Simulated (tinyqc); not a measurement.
Inside a calculation. Method: Hubbard ring of 4 sites. Computed by tinyqc, a small Python program that keeps every step. Settings: hopping = 0.61, U = 7.0, mixing = 1, iteration cap = 60. Command: `OMP_NUM_THREADS=1 python tinyqc.py 27173 27174 out.jsonl` (the two numbers bound the seeds that draw the settings). One thread of a shared host (Intel(R) Xeon(R) Processor @ 2.60GHz), about 0.2 s of CPU time with the checks.

one-body matrix (hopping and site energies) (eV), lower triangle:
```
,1,2,3,4
1,0.000000
2,-0.610000,0.000000
3,0.000000,-0.610000,0.000000
4,-0.610000,0.000000,-0.610000,0.000000
```

U = 7.000000 eV

electrons, up and down: 3  2

n(up) at the start (a guess, not normalised): 1 1.000000, 2 0.300000, 3 1.000000, 4 0.300000

n(down) at the start (a guess): 1 0.050000, 2 0.950000, 3 0.050000, 4 0.950000

Each step fills the lowest levels of T + U n(other spin) and sets n(new) = n + mixing (n(out) - n); stop when output and input agree to 1e-8.

Course of the cycle:
```
iteration,E (eV),largest |n(out) - n(in)|,mean |n_up - n_down|
1,6.42289625,2.17e-01,0.706915
2,6.39047480,2.36e-02,0.684859
3,6.39000464,1.49e-03,0.683832
4,6.38999537,4.55e-04,0.683407
5,6.38999518,3.07e-05,0.683386
6,6.38999518,9.44e-06,0.683377
7,6.38999518,6.37e-07,0.683377
8,6.38999518,1.96e-07,0.683377
9,6.38999518,1.32e-08,0.683377
10,6.38999518,4.08e-09,0.683377
```

Can the last value be used, and what does the course show?

No, though the log alone does not show it. Converged in 10 iterations. But random starts reach 5.94530 eV, so this is another stationary point, not the lowest one. Reruns (cap 100 unless said): mixing 0.2: not converged; mixing 0.5: not converged; mixing 0.9: converged in 12 to a higher stationary point (E = 6.39000). Before convergence this energy mixes input and output and is not variational, so it may rise towards its limit.
